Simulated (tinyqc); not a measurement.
Ground and coupling capacitance from two measurements.

Inverse problem. A line has Cg to the planes and Cc to each of two neighbours. Find Cg, Cc, the load when both neighbours switch in antiphase, and the pulse on the line when it floats and both neighbours swing by Vx.

Inputs (values chosen for the exercise): swing Vx = 1 V.

capacitance with neighbours driven alike and with neighbours grounded (aF/um): 49  91

Answer. Driven alike, Cc carries no charge, which leaves Cg; grounded neighbours give Cg + 2 Cc, antiphase Cg + 4 Cc; a floating line divides the swing as 2 Cc/(Cg + 2 Cc).

Cg = 49.00 aF/um
Cc = 21.00 aF/um
load in antiphase = 133.0 aF/um
pulse = 0.4615 V

Numbers from tinyqc (`OMP_NUM_THREADS=1 python tinyqc.py 2790181 2790182 out.jsonl`; about 0.8 s on one thread of a shared Intel Xeon 2.30GHz).
